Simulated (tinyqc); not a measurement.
Worked calculation: tight binding, dimerised chain. One step of it, computed by the program tinyqc.

Question. Open chain of 4 cells. The same hoppings without the wrap-around bond.

H of the open chain (eV):
```
           1          2          3          4          5          6          7          8
1   0.000000  -0.770000   0.000000   0.000000   0.000000   0.000000   0.000000   0.000000
2  -0.770000   0.000000  -2.060000   0.000000   0.000000   0.000000   0.000000   0.000000
3   0.000000  -2.060000   0.000000  -0.770000   0.000000   0.000000   0.000000   0.000000
4   0.000000   0.000000  -0.770000   0.000000  -2.060000   0.000000   0.000000   0.000000
5   0.000000   0.000000   0.000000  -2.060000   0.000000  -0.770000   0.000000   0.000000
6   0.000000   0.000000   0.000000   0.000000  -0.770000   0.000000  -2.060000   0.000000
7   0.000000   0.000000   0.000000   0.000000   0.000000  -2.060000   0.000000  -0.770000
8   0.000000   0.000000   0.000000   0.000000   0.000000   0.000000  -0.770000   0.000000
```

Give: levels; weights of the highest filled level on the sites.

Answer.

levels (eV): -2.6807  -2.2607  -1.6747  -0.0346  0.0346  1.6747  2.2607  2.6807

weights of the highest filled level on the sites: 0.4310  0.0009  0.0600  0.0081  0.0081  0.0600  0.0009  0.4310

The bulk gap runs from -1.2900 to 1.2900 eV; 2 level(s) of this chain lie inside it: end states, which need the weaker bond inside the cell and a chain longer than their decay length.
